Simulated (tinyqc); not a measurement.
Comparisons within one model: Stoner model of a band ferromagnet. A value that a table varies takes the place of the one given here.

Density of states per atom and spin: semi-elliptic, D(e) = (8 M/(pi W^2)) sqrt(W^2/4 - e^2). Levels e -/+ I m/2 for up and down spin, m = n_up - n_down, n_up + n_down = nd. At zero temperature e(N) is the energy below which N states lie, and E(m) = sum over spins of integral e D de - I m^2/4.

Inputs chosen for the exercise: W = 6.1 eV (band width, e from -W/2 to W/2); M = 5 (states per atom and spin); nd = 7.98 (electrons per atom); I = 0.98 eV (Stoner parameter).

## Moment against the Stoner parameter

Lowest state for each I.

Results:
```
I (eV)  I D(EF)  m (muB)  E - E(0) (meV)
0.66      0.601    0.000             0.0
0.88      0.801    0.000             0.0
0.99      0.902    0.000             0.0
1.10      1.002    0.340             0.0
1.21      1.102    1.891           -61.2
1.38      1.257    2.020          -231.5
1.65      1.503    2.020          -506.9
1.98      1.803    2.020          -843.5
```

How do the results move?

A moment first appears at I = 1.10 eV of those listed, where I D(EF) = 1.002. It is saturated at 2.020 from I = 1.38 eV on.

## Moment against band filling

Rigid band, I fixed: a Slater-Pauling curve.

Results:
```
nd   I D(EF)  m (muB)  m_max
3.0    0.969    0.000    3.0
4.0    1.010    1.414    4.0
5.0    1.023    2.252    5.0
6.0    1.010    1.414    4.0
6.5    0.993    0.000    3.5
7.0    0.969    0.000    3.0
7.5    0.936    0.000    2.5
8.0    0.890    0.000    2.0
8.5    0.829    0.000    1.5
9.0    0.743    0.000    1.0
9.5    0.606    0.000    0.5
```

What does this show?

Magnetic fillings among those listed: 4.0, 5.0 and 6.0; the largest moment is 2.25 at nd = 5. No listed filling is saturated.

## What moves the moment

Lowest state for each case. Each row changes one parameter from the base and keeps the others.

Results:
```
case          I D(EF)  m (muB)  E - E(0) (meV)
base            0.893    0.000             0.0
W = 5.612 eV    0.970    0.000             0.0
I = 1.058 eV    0.964    0.000             0.0
nd = 7.68       0.921    0.000             0.0
```

How do the results move?

The largest shifts from the base row, up to three for each result and ties (the steps differ in size, so this ranks the rows, not the parameters). I D(EF): W +0.078, I +0.071, nd +0.028. m (muB): unchanged at the printed digits by W, I and nd. E - E(0) (meV): unchanged at the printed digits by W, I and nd.

Program tinyqc; command `OMP_NUM_THREADS=1 python tinyqc.py 1651089 1651090 out.jsonl`; about 0.2 s on one thread of a shared Intel(R) Xeon(R) Processor @ 2.30GHz.
